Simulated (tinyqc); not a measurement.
# Carrier lifetime from Shockley-Read-Hall, radiative, Auger and surface recombination, step by step

A worked calculation. Computed by tinyqc, a small Python program that keeps every step. Command: `OMP_NUM_THREADS=1 python tinyqc.py 3024801 3024802 out.jsonl lifetime walk`. One thread of a shared host (Intel(R) Xeon(R) Processor @ 2.30GHz), about 0.02 s of CPU time with the checks. Intermediate numbers are printed to about 7 digits and carried at full precision; extremes and crossings named in words are read from the listed rows.

Energies are counted from the top of the valence band. Boltzmann statistics, full ionisation, and equal excess densities of electrons and holes.

Inputs (values chosen for the exercise, for a model semiconductor):
```
quantity                          value        unit
gap E_g                            3.39          eV
electron mass m_e                  0.21         m_0
valleys M_c                           1           -
hole mass m_h                     0.673         m_0
temperature T                       350           K
doping N                        2.2e+17       cm^-3
trap level E_t                     1.28          eV
trap density N_t                  1e+14       cm^-3
electron cross-section sigma_n  1.3e-16        cm^2
hole cross-section sigma_p      2.4e-16        cm^2
radiative coefficient B           8e-11      cm^3/s
Auger coefficient C_n           5.6e-32      cm^6/s
Auger coefficient C_p           5.7e-32      cm^6/s
excess density dn               1.1e+15       cm^-3
generation rate G               1.4e+23  cm^-3 s^-1
diffusion coefficient D               7      cm^2/s
surface velocity S                  7.9        cm/s
thickness W                         3.1  micrometre
```

Doping: n-type. Surface term: two equal surfaces.

Constants: m_0 = 9.1093837015e-31 kg; k_B = 1.380649e-23 J/K; h = 6.62607015e-34 J s; k_B = 8.617333262e-05 eV/K.

## Equilibrium densities

N_c = 2 M_c (2 pi m_e k_B T/h^2)^(3/2) and N_v = 2 (2 pi m_h k_B T/h^2)^(3/2), masses in units of m_0. n_i = sqrt(N_c N_v) exp(-E_g/2 k_B T); majority density N/2 + sqrt(N^2/4 + n_i^2), minority density n_i^2 over it.

N_c = 3.043134e+18 cm^-3

N_v = 1.745882e+19 cm^-3

n_i = 2.855895e-06 cm^-3

n_0 = 2.20e+17 cm^-3

p_0 = 3.707334e-29 cm^-3

## Capture times and SRH densities

v = sqrt(3 k_B T/m) with m_e or m_h; tau_n0 = 1/(sigma_n v_n N_t), tau_p0 = 1/(sigma_p v_p N_t); n1 = N_c exp(-(E_g - E_t)/k_B T), p1 = N_v exp(-E_t/k_B T).

v_n = 2.752847e+07 cm/s

v_p = 1.537745e+07 cm/s

tau_n0 = 2.794309e-06 s

tau_p0 = 2.709596e-06 s

n1 = 1.260835e-12 cm^-3

p1 = 6.468834 cm^-3

n1 and p1 are both far below the doping: the level acts as a deep recombination centre.

## Surface lifetime

The slowest diffusion mode has x tan x = S W/(2 D) with 0 < x < pi/2 (bisection), and tau_s = W^2/(4 x^2 D). The common approximation is W/(2 S) + W^2/(pi^2 D).

x = 0.01322567

tau_s = 1.962140e-05 s

approximate tau_s = 1.962164e-05 s

The approximation is off by 0.0013 %. Recombination at the surfaces limits: tau_s is close to W/2S.

## Lifetimes at the given injection

With n = n_0 + dn, p = p_0 + dn and U/dn = 1/tau: (n p - n_i^2)/dn = n_0 + p_0 + dn = s; 1/tau_SRH = s/[tau_p0 (n + n1) + tau_n0 (p + p1)]; 1/tau_rad = B s; 1/tau_Aug = (C_n n + C_p p) s; the rates add, with 1/tau_s. Radiative efficiency = tau_eff/tau_rad; effective diffusion length = sqrt(D tau_eff).

tau_SRH at dn = 2.723498e-06 s

tau_rad at dn = 5.653550e-08 s

tau_Aug at dn = 3.634467e-04 s

effective lifetime at dn = 5.522149e-08 s

radiative efficiency at dn = 0.9767578

effective diffusion length at dn = 6.217318 micrometre

Radiative recombination carries 98 % of the rate; dn/N = 0.0050 is low injection.

## Steady state under generation

dn solves dn/tau_eff(dn) = G (60 bisections in ln dn between 1e-2 and 1e22 cm^-3); the splitting of the quasi-Fermi levels is k_B T ln(n p/n_i^2).

steady excess density = 7.521788e+15 cm^-3

lifetime in the steady state = 5.372706e-08 s

quasi-Fermi splitting under G = 3.078042 eV

The splitting, an upper bound for e V_oc, is 91 % of the gap.

## Lifetime against injection

Rows stop below half the smaller effective density of states.

Lifetimes (s):
```
dn (cm^-3)           SRH     radiative         Auger     effective  radiative efficiency  fastest channel
1.00e+10    2.709596e-06  5.681818e-08  3.689492e-04  5.548548e-08             0.9765444        radiative
1.00e+11    2.709597e-06  5.681816e-08  3.689487e-04  5.548545e-08             0.9765444        radiative
1.00e+12    2.709608e-06  5.681792e-08  3.689442e-04  5.548524e-08             0.9765446        radiative
1.00e+13    2.709723e-06  5.681560e-08  3.688986e-04  5.548307e-08             0.9765464        radiative
1.00e+14    2.710865e-06  5.679237e-08  3.684437e-04  5.546138e-08             0.9765640        radiative
1.00e+15    2.722240e-06  5.656109e-08  3.639417e-04  5.524539e-08             0.9767385        radiative
1.00e+16    2.831087e-06  5.434783e-08  3.232584e-04  5.317090e-08             0.9783446        radiative
1.00e+17    3.582817e-06  3.906250e-08  1.323031e-04  3.855402e-08             0.9869829        radiative
1.00e+18    5.000013e-06  1.024590e-08  6.540633e-06  1.020368e-08             0.9958792        radiative
```

tau_SRH goes from 2.71e-6 s at low injection (the minority capture time, 2.71e-6 s) to 5.00e-6 s in the last row; at high injection it tends to tau_n0 + tau_p0 = 5.50e-6 s. Ruling channel by row: radiative from 1e10 cm^-3.

## Where in the gap a trap does harm

Low injection: tau = [tau_p0 (n_0 + n1) + tau_n0 (p_0 + p1)]/(n_0 + p_0). Depleted region (n = p = 0): generation lifetime tau_g = (tau_p0 n1 + tau_n0 p1)/n_i. n1 = N_c exp(-(E_g - E_t)/k_B T), p1 = N_v exp(-E_t/k_B T).

The same trap at other energies:
```
E_t (eV)  SRH lifetime (s)  generation lifetime (s)
0.203         2.974321e-06             2.039275e+16
0.508         2.709606e-06             8.273115e+11
0.848         2.709596e-06             1.051682e+07
1.186         2.709596e-06             1.428561e+02
1.526         2.709596e-06             1.815997e-03
1.695         2.709596e-06             7.824255e-06
1.865         2.709596e-06             3.173091e-04
2.204         2.709596e-06             2.414544e+01
2.542         2.709596e-06             1.777546e+06
2.882         2.709598e-06             1.398316e+11
3.187         2.754339e-06             3.446768e+15
```

The SRH lifetime (other channels left aside) stays within 10 % of its least value, among these rows, from E_t = 0.203 to 3.187 eV. The generation lifetime has a sharp minimum, among these rows at 1.695 eV and exactly at 1.722 eV, where tau_p0 n1 = tau_n0 p1, since generation needs two thermal jumps and the larger one rules.

Checks made by the program: n1 p1 = n_i^2 (relative difference below 1e-10); x tan x at the root (relative difference below 1e-10).
